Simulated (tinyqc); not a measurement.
Inside a calculation. Model: nucleation and growth of vacancy voids in a cooling silicon-like crystal. Computed by tinyqc, a small Python program that keeps every step. Command: `OMP_NUM_THREADS=1 python tinyqc.py 3007675 3007676 out.jsonl voids walk`. One thread of a shared host (Intel(R) Xeon(R) Processor @ 2.30GHz), about 0.2 s of CPU time with the checks. Intermediate numbers are printed to about 5 digits and carried at full precision; extremes and crossings named in words are read from the listed rows.

Spherical voids; vacancies are lost only to voids.

Inputs (values chosen for the exercise, for a model crystal):
```
quantity,value,unit
vacancy density at the melting point C_m,6.5e+14,1/cm^3
formation energy E_f,3.81,eV
melting point T_m,1685,K
diffusion prefactor D0,0.00069,cm^2/s
migration energy E_m,0.36,eV
site density rho,5e+22,1/cm^3
void surface energy gamma,0.815,J/m^2
cooling rate q,3.5,K/min
vacancy excess C0,3.1e+13,1/cm^3
temperature of the worked step T,1410,K
temperature step,0.25,K
```

Vacancy supply: given.

Constants: k_B = 8.617333262e-05 eV/K; k_B = 1.380649e-23 J/K; e = 1.602176634e-19 C.

## Vacancy excess

C = C0 as given.

initial excess C = 3.10e+13 1/cm^3

## Nucleation rate at T with the initial excess

C_e = C_m exp[-(E_f/k_B)(1/T - 1/T_m)]; D = D0 exp(-E_m/(k_B T)); f = k_B T ln(C/C_e); r* = 2 gamma/(rho f); W* = 16 pi gamma^3/(3 rho^2 f^2); Z = f/sqrt(12 pi W* k_B T); I = rho Z (4 pi r* D C) exp(-W*/(k_B T)).

C_e = 3.8938e+12 1/cm^3

D = 3.5653e-05 cm^2/s

driving force f = 0.25207 eV

critical radius r* = 0.80720 nm

W*/(k_B T) = 114.26

rate I = 4.2174e-26 1/(cm^3 s)

Cooling by 10 K multiplies I by 2.3e8: nucleation switches on within a narrow range of temperature.

## Cooling through the nucleation range

March down from 1500 K in steps dT, dt = dT/q, with values at the upper end of each step: a class of I dt voids is born with r*; then all classes grow by r^2 += 2 D (C - C_e) dt/rho; C falls by the vacancies added to voids. Stop at 1150 K. T_n is the T of the largest I, N the final count (classes under 1e-6 /cm^3 are dropped), and the mean radius the number average.

Rows around the peak of I:
```
T (K),C (1/cm^3),C_e (1/cm^3),I (1/(cm^3 s)),voids (1/cm^3),mean radius (nm)
1375.75,3.1000e+13,1.7838e+12,1.3994e-04,2.2377e-03,8.082
1365.75,3.1000e+13,1.4098e+12,5.8578e-01,1.1830e+01,8.797
1355.75,3.0996e+13,1.1103e+12,5.2137e+02,1.3036e+04,9.501
1350.75,3.0910e+13,9.8405e+11,9.0769e+03,2.6150e+05,9.937
1347.75,3.0514e+13,9.1490e+11,3.2902e+04,1.2114e+06,10.534
1345.75,2.9707e+13,8.7137e+11,4.6209e+04,2.5953e+06,11.492
1343.75,2.8145e+13,8.2979e+11,3.1088e+04,4.0294e+06,13.316
1341.75,2.5875e+13,7.9007e+11,9.0707e+03,4.7317e+06,15.947
1339.75,2.3230e+13,7.5215e+11,1.2709e+03,4.8924e+06,18.682
1336.75,1.9177e+13,6.9845e+11,2.0848e+01,4.9123e+06,21.950
1333.75,1.5459e+13,6.4838e+11,9.0465e-02,4.9126e+06,24.260
```

temperature of peak nucleation T_n = 1345.75 K

void density N = 4.9126e+06 1/cm^3

mean radius = 30.889 nm

vacancies left at 1150 K = 6.4080e+09 1/cm^3

I rises as supersaturation builds and collapses once the first voids have drawn C down by 4 % at the peak. Nearly all the excess then goes into these voids: [3 C/(4 pi rho N)]^(1/3) = 31.1 nm.

## Cooling rate

The formulas are those given above.

At fixed C:
```
q (K/min),T_n (K),N (1/cm^3),mean radius (nm)
0.35,1355.50,1.6587e+05,95.709
0.88,1351.75,6.4451e+05,60.846
1.80,1348.75,1.8474e+06,42.815
3.50,1345.75,4.9126e+06,30.889
7.00,1342.50,1.3607e+07,21.983
14.00,1338.75,3.7647e+07,15.650
35.00,1333.75,1.4415e+08,9.995
```

Over the rows N goes as q^1.47 and the radius as q^-0.49, near the 3/2 and -1/2 of the scaling argument (depletion time 1/(4 pi N r D) equal to the time in the nucleation range, at fixed N r^3). T_n drops only 22 K for a factor 100 in q. Fast cooling gives many small voids, which an anneal can dissolve.

## Vacancy excess varied

The formulas are those given above.

At fixed q:
```
C (1/cm^3),T_n (K),N (1/cm^3),mean radius (nm)
1.20e+13,1297.50,9.6668e+06,17.944
1.90e+13,1320.50,6.9658e+06,23.342
3.10e+13,1345.75,4.9126e+06,30.889
5.00e+13,1371.25,3.4932e+06,40.606
7.80e+13,1395.50,2.5441e+06,52.366
```

More vacancies nucleate earlier (T_n rises by 98 K) and give fewer, larger voids: N goes as C^-0.71 and the radius as C^0.57, steeper than the -1/2 and +1/2 of the scaling argument at fixed D, because D rises with T_n.

Checks made by the program: Z against the curvature of W(n) (relative difference below 1e-10); N against a run with half the step (relative difference 2e-03).
